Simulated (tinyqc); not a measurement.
Bandgap voltage reference from two bipolar transistors: one step of the calculation.

Two transistors of area 1 and N carry the same current I. Is(T) = Is (T/T0)^eta exp[(Vg0 q/kB)(1/T0 - 1/T)], VBE1 = Vt ln(I/Is(T)) + I rb, VBE2 = Vt ln(I/(N Is(T))) + I rb/N. The amplifier forces I R1(T) = VBE1 - VBE2 + Vos, with R(T) = R (1 + tc (T - T0)) for both resistors, and the output is Vref = VBE1 + I R2(T). Base currents and the Early effect are neglected.

Task. Operating point at the reference temperature. Vt = kB T/q; I = (Vt ln N + Vos)/(R1(T) - rb (1 - 1/N)). Evaluate at T = T0.

Parameters, values chosen for the exercise; values of the order met in silicon bipolar transistors:
- T0 = 300 K (reference temperature)
- Vg0 = 1.196 V (band-gap voltage extrapolated to 0 K)
- eta = 3.3 (temperature exponent of the saturation current)
- Is = 1.4e-18 A (saturation current of the unit transistor at T0)
- N = 24 (area ratio of the second transistor)
- R1 = 16 kohm (resistor across which the difference of VBE falls, at T0)
- tc = 0 ppm/K (temperature coefficient of both resistors)
- Vos = 0 mV (offset of the amplifier)
- rb = 0 ohm (series resistance of the unit transistor)
- R2 = 93.9 kohm (output resistor at T0)

Constants: q = 1.602176634e-19 C, kB = 1.380649e-23 J/K. Results are converted to the units shown.

Wanted: Vt; I; Is(T); VBE1; I R2; Vref.

Result.

Vt = 0.02585 V
I = 5.135 uA
Is(T) = 1.400e-18 A
VBE1 = 0.7479 V
I R2 = 0.4822 V
Vref = 1.230 V

Computed by the program tinyqc: `OMP_NUM_THREADS=1 python tinyqc.py 2062017 2062018 out.jsonl`, one thread of a shared Intel Xeon 2.30GHz, about 0.03 s for the whole run.
